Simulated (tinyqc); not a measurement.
# Changing the thickness d_2

Model: longitudinal sound in a periodic multilayer: transfer matrices, stop bands and folded phonons. Computed by tinyqc, a small Python program. Command: `OMP_NUM_THREADS=1 python tinyqc.py 3006065 3006066 out.jsonl multilayer sweep`. One thread of a shared host (Intel(R) Xeon(R) Processor @ 2.30GHz), about 0.01 s of CPU time with the checks.

Layers 1 and 2 repeat with period d = d_1 + d_2; waves travel normal to the layers, without loss. State vector (u, s): displacement u and stress divided by omega. Impedances Z = rho v are in 1e6 kg/(m^2 s).

Inputs (values chosen for the exercise, modelled on silica (layer 1), platinum (layer 2) and silicon (substrate)): density rho_1 = 2.18 g/cm^3; velocity v_1 = 5900 m/s; thickness d_1 = 187 nm; density rho_2 = 21.2 g/cm^3; velocity v_2 = 4050 m/s; substrate density = 2.31 g/cm^3; substrate velocity = 8260 m/s; periods N = 20.

Method:
- Z = rho v; interface reflection r = (Z_2 - Z_1)/(Z_2 + Z_1) (stress amplitude, from 1 into 2); Bragg frequency f_B = 1/[2 (d_1/v_1 + d_2/v_2)]; long-wave velocity v_eff = d/sqrt[(d_1/v_1)^2 + (d_2/v_2)^2 + (Z_1/Z_2 + Z_2/Z_1)(d_1/v_1)(d_2/v_2)].
- A layer maps (u, s) by [[cos p, sin p/Z], [-Z sin p, cos p]], p = 2 pi f d_i/v_i; one period is M = M_2 M_1, and cos(q d) = trace(M)/2.
- For N periods A = M^N. A wave comes from a thick layer of material 1 and leaves into the substrate (Z_s): transmitted power T = 4 Z_1 Z_s/|Z_1 A_22 + Z_s A_11 - i (Z_1 Z_s A_12 - A_21)|^2, reflected power R = 1 - T.
- Gap m contains m f_B; its edges, where trace(M)/2 = (-1)^m, are found by root search. Weak-contrast estimate of the width: (4 f_B/pi) |r sin(m pi a)|, a = (d_1/v_1)/(d_1/v_1 + d_2/v_2).

One run for each value:
```
thickness d_2 (nm)  width/f_B (%)  Bragg frequency f_B (GHz)  transmitted power at f_B  long-wave velocity v_eff (m/s)
21.4                         52.5                      13.52                 3.229e-16                            4468
33.5                         65.8                      12.51                 8.133e-22                            4121
52.4                         80.9                      11.20                 2.567e-27                            3799
82.0                         96.9                       9.63                 2.061e-31                            3534
128.0                       106.0                       7.90                 6.225e-33                            3350
201.0                        96.9                       6.15                 2.069e-31                            3256
314.0                        80.9                       4.58                 2.473e-27                            3248
492.0                        65.8                       3.26                 8.200e-22                            3312
770.0                        52.5                       2.25                 3.232e-16                            3420
```

What does the table show, and why?

Over the rows, width/f_B (%) goes from 52.5 through a maximum among these rows, 106 at 128, to 52.5; Bragg frequency f_B (GHz) falls from 13.5 to 2.25 (exponent d ln y / d ln x -0.17 between the first rows and -0.83 between the last); transmitted power at f_B goes from 3.23e-16 through a minimum among these rows, 6.22e-33 at 128, to 3.23e-16. The relative width is largest when both layers have equal transit times, at d_2 = 128 nm.

Caution (all rows): so small a transmitted power at f_B holds only for perfect layers and strictly normal incidence.

Extremes, crossings and ranges named in words are read from the listed rows.
